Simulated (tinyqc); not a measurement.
Inside a calculation. Method: one-electron ion in a basis of Gaussians. One step of it, computed by the program tinyqc.

Problem. Matrices over normalised Gaussians. With p = a_i + a_j and I(k) = Gamma((k+1)/2) / (2 p^((k+1)/2)): S = I(2l+2), T = (2l+3) a_i a_j S / p, V = -Z I(2l+1), each divided by sqrt(S_ii S_jj).

exponents of r^l exp(-a r^2) (1/bohr^2): 0.087490  0.423100  2.046000

Z = 1

l = 0

Give: S; T; V.

Solution.

S:
```
,1,2,3
1,1.0000,0.6542,0.2498
2,0.6542,1.0000,0.6543
3,0.2498,0.6543,1.0000
```

T (hartree):
```
,1,2,3
1,0.1312,0.1423,0.0629
2,0.1423,0.6347,0.6881
3,0.0629,0.6881,3.0690
```

V (hartree):
```
,1,2,3
1,-0.4720,-0.5275,-0.4117
2,-0.5275,-1.0380,-1.1600
3,-0.4117,-1.1600,-2.2826
```
